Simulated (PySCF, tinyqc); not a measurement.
Inside a calculation. Method: RHF in the sto-3g basis, for H2, spin multiplicity 1. The lowest restricted solution is unstable here: a spin-polarised one lies 0.0007 hartree lower (PySCF). One step of it, computed by the program tinyqc.

Task: Iteration 2: diagonalisation and new density. Diagonalise F' = X^T F X, C = X C', fill 1 alpha and 1 beta electrons from the bottom; D = 2 C_occ C_occ^T. Each column has its largest component positive (the first on a tie).

Fock matrix F (hartree):
```
           1H 1s      2H 1s
1H 1s  -0.193274  -0.405086
2H 1s  -0.405086  -0.192363
```

X:
```
               1         2
1H 1s   0.907286  0.599202
2H 1s  -0.907286  0.599202
```

Give: F' = X^T F X; orbital energies; coefficients C; D after iteration 2.

Result:

F' = X^T F X (hartree):
```
         1        2
1   0.3495  -0.0005
2  -0.0005  -0.4293
```

orbital energies (hartree): MO1 -0.4293, MO2 0.3495

coefficients C:
```
          MO1      MO2
1H 1s  0.5998  -0.9069
2H 1s  0.5986   0.9077
```

D after iteration 2:
```
        1H 1s   2H 1s
1H 1s  0.7195  0.7181
2H 1s  0.7181  0.7167
```
